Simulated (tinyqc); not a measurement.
## Admittance spectroscopy of a deep trap: admittance against temperature

Schottky contact on an n-type layer with shallow donors Nd (all ionised) and a donor-like deep trap, neutral when filled and positive when empty; depletion approximation. Traps within lam of the depletion edge stay filled. The traps at xt = W - lam, where the level crosses the Fermi level, follow a slow signal and not a fast one. w = 2 pi f.

Emission rate en = sn vth(T) Nc(T) exp(-Et/kB T) = sn g T^2 exp(-Et/kB T), g = vth Nc/(300 K)^2, as vth goes as T^0.5 and Nc as T^1.5 (degeneracy factor 1). lam = sqrt(2 eps0 eps_r (EF - ET)/(q Nd)), EF - ET = Et - (kB T/q) ln(Nc(T)/Nd), Nc(T) = Nc (T/300 K)^1.5. In the steady state at the band bending V, 2 eps0 eps_r V/q = Nd W^2 + Nt (W - lam)^2 (the second term only if W > lam). V = Vbi + Vr. C_HF = eps0 eps_r/W, C_LF = eps0 eps_r (Nd + Nt)/(Nd W + Nt xt). Inflection frequency w0 = 2 en [1 + Nt xt/(Nd W)]; C = C_HF + (C_LF - C_HF)/(1 + (w/w0)^2), G/w = (C_LF - C_HF)(w/w0)/(1 + (w/w0)^2).

Values chosen for this exercise; material values close to those of 4H silicon carbide:
```
symbol,value,unit,meaning
eps_r,9.72,,relative permittivity
Nc,1.7e19,cm^-3,conduction-band density of states at 300 K
vth,1.9e7,cm/s,thermal velocity at 300 K
Nd,7e15,cm^-3,shallow donor density
Vbi,1.24,V,built-in voltage
Et,0.54,eV,depth of the trap below the conduction edge
sn,4e-15,cm^2,capture cross-section
Nt,2.4e15,cm^-3,trap density
Vr,0.5,V,reverse bias
f,440,Hz,signal frequency
```

Constants: q = 1.602176634e-19 C, kB = 1.380649e-23 J/K, eps0 = 8.8541878128e-14 F/cm where lengths are in cm. Results are converted to the units shown.

Results:

| T (K) | w0/(2 pi) (Hz) | C (nF/cm^2) | G/w (nF/cm^2) |
|---|---|---|---|
| 249 | 3.9172 | 17.389 | 0.021987 |
| 273 | 43.171 | 17.444 | 0.23409 |
| 285 | 123.89 | 17.613 | 0.62021 |
| 297 | 327.66 | 18.292 | 1.1235 |
| 309 | 806.23 | 19.255 | 0.97247 |
| 321 | 1860.3 | 19.650 | 0.51053 |
| 333 | 4053.1 | 19.730 | 0.24090 |
| 346 | 8892.0 | 19.735 | 0.10897 |
| 358 | 17502 | 19.724 | 0.054569 |
| 370 | 33048 | 19.710 | 0.028431 |

Estimate the missing row, T = 261 K.

Computed row:

| T (K) | w0/(2 pi) (Hz) | C (nF/cm^2) | G/w (nF/cm^2) |
|---|---|---|---|
| 261 | 13.711 | 17.407 | 0.075951 |

With this row back in the table: G/w goes from 0.0220 through a maximum of 1.12 (at T = 297 K among the rows listed) to 0.0284 nF/cm^2, where w0 passes the signal: w0/(2 pi) rises from 3.92 to 33000 Hz. C goes from 17.39 through a maximum of 19.73 (at T = 346 K among the rows listed) to 19.71 nF/cm^2.

Numbers from tinyqc (`OMP_NUM_THREADS=1 python tinyqc.py 2050123 2050124 out.jsonl`; about 0.01 s on one thread of a shared Intel Xeon 2.30GHz).
